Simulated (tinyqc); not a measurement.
Raising U: Hubbard chain of 4 sites, mean field against exact. Computed by the program tinyqc. 

one-body matrix (hopping and site energies) (eV):
```
         1        2        3        4
1  -0.3900  -0.9300   0.0000   0.0000
2  -0.9300  -0.5600  -0.9300   0.0000
3   0.0000  -0.9300  -0.1700  -0.9300
4   0.0000   0.0000  -0.9300   0.4500
```

electrons, up and down: 2  2

Collinear unrestricted mean field (the lowest of 40 random starts) against exact diagonalisation.

Exact and mean-field results (eV):
```
U            U/t    E exact  E mean field  mean |n_up - n_down|  double occupancy, exact  first gap in the sector
0.4700    0.5054  -4.518301     -4.497908                0.0000                   0.2391                   1.0019
0.9300    1.0000  -4.102668     -4.020000                0.0000                   0.2127                   0.9030
1.8600    2.0000  -3.408260     -3.074909                0.3056                   0.1617                   0.7375
2.7900    3.0000  -2.889046     -2.417912                0.6754                   0.1193                   0.6074
3.7200    4.0000  -2.506982     -2.020382                0.8128                   0.0879                   0.5070
5.5800    6.0000  -2.009444     -1.587606                0.9163                   0.0503                   0.3719
7.4400    8.0000  -1.712514     -1.362413                0.9530                   0.0315                   0.2900
11.1600  12.0000  -1.385411     -1.133524                0.9791                   0.0153                   0.1992
18.6000  20.0000  -1.106062     -0.948685                0.9925                   0.0058                   0.1214
```

In absolute terms mean field is worst at U/t = 4.0, 0.487 eV too high: at small U it is nearly exact, and at large U it misses only exchange-scale energies. Its local moments set in at U/t = 2.0 of those listed, a broken symmetry that the exact state of a finite cluster with equal spins does not have. Relative to the exact energy its error is 0.5 % at the smallest U, 21 % at most and 14 % at the largest. The double occupancy falls from 0.239 to 0.006.
